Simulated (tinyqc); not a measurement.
From results back to parameters: thin (001) film in sp3s* tight binding with raised dangling bonds. Four cases, with inputs chosen for the exercise.

Problem. The gap of a passivated film (lowest level above mid-gap less highest below, mid-gap being half the lower bulk edge) belongs to a hidden number of planes between 6 and 45.

Planes alternate anion (a), cation (c) along [001], a/4 apart, starting with an anion; zero in-plane momentum; levels counted from the bulk Ev, the lower root of [[Epa, Vxx], [Vxx, Epc]]; no spin-orbit coupling. Block of s, pz, s*: from an anion to the cation above, Vss/2 (s,s), Vsapc/2 (s,z), -Vscpa/2 (z,s), Vxx/2 (z,z), Vxapc/2 (s*,z), -Vpaxc/2 (z,s*); to the cation below the same with the s-z and s*-z signs reversed. Block of u = (px + py)/sqrt2 and v = (px - py)/sqrt2: to the cation above (Vxx + Vxy)/2 for u and (Vxx - Vxy)/2 for v, to the cation below the reverse. Each surface atom has two dangling sp3 hybrids; raising both by dl adds (dl/2) [[1, t], [t, 1]] to its s, pz levels (t = -1 at the bottom face, +1 at the top) and dl to the one of u, v in whose plane the missing bonds lie (v for a bottom anion or a top cation, u for a top anion).

Find: N; thickness N a/4.

Case 1.

Values chosen (out of a larger set: near a published set for Si, fitted to gaps, whose masses and valley positions are rough; not measured data): p = (-4.172, 1.729, -4.172, 1.729, 6.699, 6.699, -8.251, 1.712, 4.546, 5.715, 5.715, 5.34, 5.34) eV (order Esa, Epa, Esc, Epc, Exa, Exc, Vss, Vxx, Vxy, Vsapc, Vscpa, Vxapc, Vpaxc); dp = 30 eV (value of dl for the passivated films); a = 5.429 angstrom (lattice constant).

edges (eV): Gamma 3.4240, Delta 1.1926

gap of the film = 1.3733 eV

Solution.

N = 18
thickness N a/4 = 24.43 angstrom

Computing the films in turn gives 1.4009, 1.3733 and 1.3642 eV for N = 17, 18 and 19; no other N in the range comes within 1 meV.

Case 2.

Values chosen (out of a larger set: near a published set for GaP, fitted to gaps, whose masses and valley positions are rough; not measured data): p = (-8.08, 1.124, -2.201, 4.117, 8.487, 7.171, -7.442, 2.149, 5.145, 4.28, 6.31, 4.645, 5.108) eV (order Esa, Epa, Esc, Epc, Exa, Exc, Vss, Vxx, Vxy, Vsapc, Vscpa, Vxapc, Vpaxc); dp = 30 eV (value of dl for the passivated films); a = 5.452 angstrom (lattice constant).

edges (eV): Gamma 2.8592, Delta 2.3526

gap of the film = 2.5955 eV

Solution.

N = 13
thickness N a/4 = 17.72 angstrom

Computing the films in turn gives 2.6141, 2.5955 and 2.5520 eV for N = 12, 13 and 14; no other N in the range comes within 1 meV.

Case 3.

Values chosen (out of a larger set: near a published set for Si, fitted to gaps, whose masses and valley positions are rough; not measured data): p = (-4.195, 1.716, -4.195, 1.716, 6.686, 6.686, -8.323, 1.704, 4.611, 5.772, 5.772, 5.352, 5.352) eV (order Esa, Epa, Esc, Epc, Exa, Exc, Vss, Vxx, Vxy, Vsapc, Vscpa, Vxapc, Vpaxc); dp = 30 eV (value of dl for the passivated films); a = 5.433 angstrom (lattice constant).

edges (eV): Gamma 3.4080, Delta 1.1962

gap of the film = 1.4701 eV

Solution.

N = 14
thickness N a/4 = 19.02 angstrom

Computing the films in turn gives 1.5391, 1.4701 and 1.4642 eV for N = 13, 14 and 15; no other N in the range comes within 1 meV.

Case 4.

Values chosen (out of a larger set: near a published set for Si, fitted to gaps, whose masses and valley positions are rough; not measured data): p = (-4.206, 1.723, -4.206, 1.723, 6.721, 6.721, -8.302, 1.716, 4.61, 5.717, 5.717, 5.385, 5.385) eV (order Esa, Epa, Esc, Epc, Exa, Exc, Vss, Vxx, Vxy, Vsapc, Vscpa, Vxapc, Vpaxc); dp = 30 eV (value of dl for the passivated films); a = 5.431 angstrom (lattice constant).

edges (eV): Gamma 3.4320, Delta 1.1666

gap of the film = 1.2939 eV

Solution.

N = 22
thickness N a/4 = 29.87 angstrom

Computing the films in turn gives 1.3153, 1.2939 and 1.2920 eV for N = 21, 22 and 23; no other N in the range comes within 1 meV.

Computed by tinyqc, one run a case: `OMP_NUM_THREADS=1 python tinyqc.py N N+1 out.jsonl` with N = 1452432, 1452452, 1452738, 1452770; one thread of a shared Intel(R) Xeon(R) Processor @ 2.30GHz, about 0.4 s a run at most.
